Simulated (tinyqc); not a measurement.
Carrier density against temperature: charge neutrality of a doped semiconductor with incomplete ionisation. Computed by tinyqc, a small Python program. Command: `OMP_NUM_THREADS=1 python tinyqc.py 3018671 3018672 out.jsonl dopant walk`. One thread of a shared host (Intel(R) Xeon(R) Processor @ 2.30GHz), about 0.02 s of CPU time with the checks.

Energies are counted from the top of the valence band; E_D is measured down from the conduction band and E_A up from the valence band.

Inputs (values chosen for the exercise, modelled on InP):
```
quantity                    value   unit
gap at 0 K E_g0              1.43     eV
Varshni alpha            0.000355   eV/K
Varshni beta                  157      K
electron mass m_e          0.0788    m_0
valleys M_c                     1      -
hole mass m_h               0.624    m_0
donor density N_D         6.2e+15  cm^-3
acceptor density N_A      5.8e+14  cm^-3
donor depth E_D           0.00717     eV
acceptor depth E_A         0.0387     eV
donor degeneracy g_D            2      -
acceptor degeneracy g_A         4      -
```

Doping: n-type, compensated. Statistics of the bands: Boltzmann.

Constants: k_B = 8.617333262e-05 eV/K; m_0 = 9.1093837015e-31 kg; k_B = 1.380649e-23 J/K; h = 6.62607015e-34 J s.

Method:
- E_g = E_g0 - alpha T^2/(T + beta).
- N_c = 2 M_c (2 pi m_e k_B T/h^2)^(3/2) and N_v = 2 (2 pi m_h k_B T/h^2)^(3/2), masses in units of m_0.
- n = N_c exp((E_F - E_g)/k_B T), p = N_v exp(-E_F/k_B T).
- N_D+ = N_D/(1 + g_D exp((E_F - E_g + E_D)/k_B T)).
- N_A- = N_A/(1 + g_A exp((E_A - E_F)/k_B T)).
- Neutrality: p + N_D+ = n + N_A-; the log ratio is ln[(p + N_D+)/(n + N_A-)].
- Neutrality is solved by bisection at each T. The last column is -k_B d ln(n T^-3/2)/d(1/T) from this row and the one above; it turns negative as ionisation nears completion, when the density grows more slowly than that power of T.

Against temperature:
```
T (K)   n (cm^-3)  E_F from the band edge (eV)  ionised share  activation energy (eV)
5.2    6.9005e+08                      0.00646        0.09355                       -
7.6    1.9072e+11                      0.00614        0.09358                0.007169
12.0   2.0186e+13                      0.00558        0.09680                0.007103
18.0   2.5691e+14                      0.00536        0.13499                0.006005
28.0   1.0950e+15                      0.00644        0.27017                0.003418
42.0   2.3046e+15                      0.00917        0.46526                0.000984
300.0  5.4630e+15                      0.11947        0.97468               -0.008779
600.0  5.5701e+15                      0.29168        0.99191               -0.052754
```

Between the two coldest rows the activation energy is 0.00717 eV, 1.00 of the dopant depth: with compensation E_F is pinned at the level and the full depth shows. The density is within 10 % of the net doping from 300 K to 600 K.
